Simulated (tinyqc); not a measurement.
Band-to-band tunnelling and avalanche in a reverse-biased abrupt junction: one step, computed by the program tinyqc.

Direct Kane tunnelling in the local field (for indirect gaps the mass is an effective fit) and one ionisation coefficient for both carriers. N is the doping of the light side, or N_A N_D/(N_A + N_D) for the symmetric junction; the built-in voltage is taken as E_g/e.

Question. Junction at the given bias. E_g(T) = E_g - (T - 300 K)(-dE_g/dT); b(T) = b [1 + (rise)(T - 300 K)]; w = sqrt(2 eps eps_0 (V_R + E_g/e)/(e N)); F_m = 2 (V_R + E_g/e)/w; the field falls linearly from F_m to 0 across w.

Inputs (values chosen for the exercise, modelled on silicon): band gap at 300 K, E_g = 1.09 eV; gap narrowing with temperature, -dE_g/dT = 0.25 meV/K; permittivity eps = 11.7; effective doping N = 2.4e+17 1/cm^3; reverse bias V_R = 1.6 V; temperature T = 350 K.

Junction: one-sided.

Constants: eps_0 = 8.8541878128e-12 F/m; e = 1.602176634e-19 C.

Give: E_g(T); depletion width w; peak field F_m; shortest tunnelling distance E_g/(e F_m).

Answer.

E_g(T) = 1.0775 eV

depletion width w = 120.11 nm

peak field F_m = 0.44583 MV/cm

shortest tunnelling distance E_g/(e F_m) = 24.168 nm
